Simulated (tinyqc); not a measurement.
# Worked calculation: energy and delay of logic against supply voltage

Computed by the program tinyqc: `OMP_NUM_THREADS=1 python tinyqc.py 2082070 2082071 out.jsonl`, one thread of a shared Intel Xeon 2.30GHz, about 0.01 s for the whole run. Printed values are rounded.

One expression serves below and above threshold: I(Vg) = Ik [ln(1 + exp((Vg - VT + dd V)/(al nf Vt)))]^al, with I_on = I(V) and I_off = I(0). Gate delay td = kd C V/I_on, clock period LD td. Per gate and cycle the switching energy is act C V^2 and the leakage energy I_off V LD td. No short-circuit current, no variation. Minima are sought above 0.09 V; below a few Vt gates no longer switch and the model has no meaning.

Parameters, values chosen for the exercise; values of the order met in logic technologies:
- T = 358 K (temperature)
- VT = 0.43 V (threshold voltage at zero drain bias)
- nf = 1.25 (slope factor)
- dd = 0.09 (barrier lowering per volt of supply)
- Ik = 0.38 uA (specific current of a gate)
- al = 1.44 (exponent of the current law)
- C = 0.83 fF (load capacitance of a gate)
- kd = 1.1 (delay factor)
- LD = 40 (logic depth)
- act = 0.05 (activity factor)
- V = 0.94 V (supply voltage)

Constants: q = 1.602176634e-19 C, kB = 1.380649e-23 J/K, Vt = kB T/q. Results are converted to the units shown.

## Currents, delay and energies

I_on, I_off, td, clock frequency 1/(LD td), both energies and their sum.

I_on = 11.5491 uA
I_off = 0.0488924 nA
td = 74.3106 ps
clock frequency = 0.336426 GHz
switching energy = 36.6694 aJ
leakage energy = 0.136609 aJ
energy = 36.8060 aJ

I_on/I_off = 2.36e5; leakage makes up 0.371 % of the energy.

## Starting value

V = 0.37 V.

V at the start = 0.37 V

## Iteration 1: new V

Minimum-energy supply: E(V) is the energy per gate and cycle; with h = 0.001 V, E' = (E(V + h) - E(V - h))/(2 h), E'' = (E(V - h) - 2 E(V) + E(V + h))/h^2, V(new) = V - E'/E''.

E' = 23.5404 aJ/V
E'' = 218.995 aJ/V^2
V after iteration 1 = 0.262507 V

## Iteration 2: new V

As before.

E' = -28.9627 aJ/V
E'' = 930.769 aJ/V^2
V after iteration 2 = 0.293624 V

## Iteration 3: new V

As before.

E' = -5.26176 aJ/V
E'' = 610.814 aJ/V^2
V after iteration 3 = 0.302239 V

## Course of the iteration

Stop when the step is below 1e-9 V, or after 40 iterations.

Course of the iteration:
```
iteration	V before the step (V)	step (V)
1	0.37	-0.107
2	0.262507	0.0311
3	0.293624	8.61e-3
4	0.302239	5.63e-4
5	0.302802	2.23e-6
6	0.302804	-8.96e-13
```

Converged in 6 iterations. There leakage makes up 27.7 % of the energy and the clock runs at 2.30 MHz.
